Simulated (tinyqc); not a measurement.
From results back to parameters: shallow acceptor in the spherical four-band model. Five cases, with inputs chosen for the exercise.

Problem. The binding energy of the ground state was computed from a hidden mu.

The ground state 1S3/2 has an L = 0 part f(r) and an L = 2 part g(r). In units of Ry* and a*, with Gaussians f_i = exp(-a_i r^2), g_i = r^2 exp(-a_i r^2), A = a_i + a_j and I(n) = Gamma((n + 1)/2)/(2 A^((n + 1)/2)): S_ff = I(2), S_gg = I(6), H_ff = (6 a_i a_j/A) I(2) - 2 I(1), H_gg = (14 a_i a_j/A) I(6) - 2 I(5), H_fg = -mu [15 I(2) - 20 a_j I(4) + 4 a_j^2 I(6)]; each function is then normalised. The split-off band is left out.

Converged values use 22 exponents 2.2^i, i = -7 to 14, for f and for g.

Case 1.

Ry* = 34.966 meV
binding energy = 55.637 meV

Case 2.

Ry* = 23.624 meV
binding energy = 29.629 meV

Case 3.

Ry* = 23.222 meV
binding energy = 29.035 meV

Case 4.

Ry* = 17.141 meV
binding energy = 36.535 meV

Case 5.

Ry* = 22.830 meV
binding energy = 28.633 meV

Find: binding in Ry*; mu; heavy/light mass ratio (1 + mu)/(1 - mu).

Solution. The binding in Ry* rises steadily with mu, so bisection finds one value.

Case 1.

binding in Ry* = 1.591
mu = 0.631
heavy/light mass ratio (1 + mu)/(1 - mu) = 4.4

Case 2.

binding in Ry* = 1.254
mu = 0.470
heavy/light mass ratio (1 + mu)/(1 - mu) = 2.8

Case 3.

binding in Ry* = 1.250
mu = 0.467
heavy/light mass ratio (1 + mu)/(1 - mu) = 2.8

Case 4.

binding in Ry* = 2.131
mu = 0.748
heavy/light mass ratio (1 + mu)/(1 - mu) = 6.9

Case 5.

binding in Ry* = 1.254
mu = 0.470
heavy/light mass ratio (1 + mu)/(1 - mu) = 2.8

Computed by tinyqc, one run a case: `OMP_NUM_THREADS=1 python tinyqc.py N N+1 out.jsonl` with N = 1281276, 1281323, 1281336, 1281392, 1281444; one thread of a shared Intel(R) Xeon(R) Processor @ 2.30GHz, about 0.3 s a run at most.
